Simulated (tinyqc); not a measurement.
# Minority carriers and saturation current of a heavily doped emitter: approximations to the Fermi level

n-type, parabolic bands, full ionisation. eta = (EF - Ec)/kB T solves N = Nc F12(eta), F12(x) = (2/sqrt(pi)) int_0^infinity sqrt(u)/(1 + exp(u - x)) du. The gap shrinks rigidly by dEg = a3 y^(1/3) + a4 y^(1/4) + a2 y^(1/2), y = N/1e18 cm^-3, an empirical law that is here taken as the true narrowing.

With u = N/Nc: Boltzmann ln u; Joyce-Dixon ln u + 0.353553 u - 4.95009e-3 u^2 + 1.48386e-4 u^3 - 4.42563e-6 u^4; degenerate limit (3 sqrt(pi) u/4)^(2/3). The Einstein ratio is D/(mu Vt) = F12/Fm, Fm(x) = dF12/dx = (1/sqrt(pi)) int_0^infinity u^(-1/2)/(1 + exp(u - x)) du.

Parameters, values chosen for the exercise:
- Nc = 2.21e19 cm^-3 (conduction-band density of states at 250 K)

Approximations to the Fermi level:

| N (cm^-3) | N/Nc | eta | Boltzmann | Joyce-Dixon | degenerate | D/(mu Vt) |
|---|---|---|---|---|---|---|
| 9e17 | 0.04072 | -3.187 | -3.201 | -3.187 | 0.1431 | 1.014 |
| 1.9e18 | 0.08597 | -2.423 | -2.454 | -2.423 | 0.2355 | 1.030 |
| 3.9e18 | 0.1765 | -1.672 | -1.735 | -1.672 | 0.3804 | 1.062 |
| 8.2e18 | 0.3710 | -0.8609 | -0.9914 | -0.8609 | 0.6243 | 1.130 |
| 1.7e19 | 0.7692 | 0.006737 | -0.2624 | 0.006737 | 1.015 | 1.266 |
| 3.6e19 | 1.629 | 1.051 | 0.4879 | 1.051 | 1.674 | 1.551 |
| 7.5e19 | 3.394 | 2.370 | 1.222 | 2.370 | 2.730 | 2.101 |
| 1.6e20 | 7.240 | 4.326 | 1.980 | 4.324 | 4.525 | 3.170 |
| 3.3e20 | 14.93 | 7.215 | 2.704 | 7.153 | 7.331 | 4.970 |
| 6.9e20 | 31.22 | 11.92 | 3.441 | 9.965 | 11.99 | 8.039 |

What does the comparison show?

Boltzmann is within 0.1 of eta up to N/Nc = 0.18, Joyce-Dixon within 0.01 up to 7.2, and the degenerate limit is off by 0.069 in the last row. The Einstein ratio rises from 1.01 to 8.04: degenerate carriers diffuse faster for the same mobility.

Range of the model: Band tails, non-parabolic bands and incomplete ionisation are left out.

tinyqc, about 0.01 s, one thread, Intel Xeon 2.30GHz (shared host): `OMP_NUM_THREADS=1 python tinyqc.py 2330017 2330018 out.jsonl`
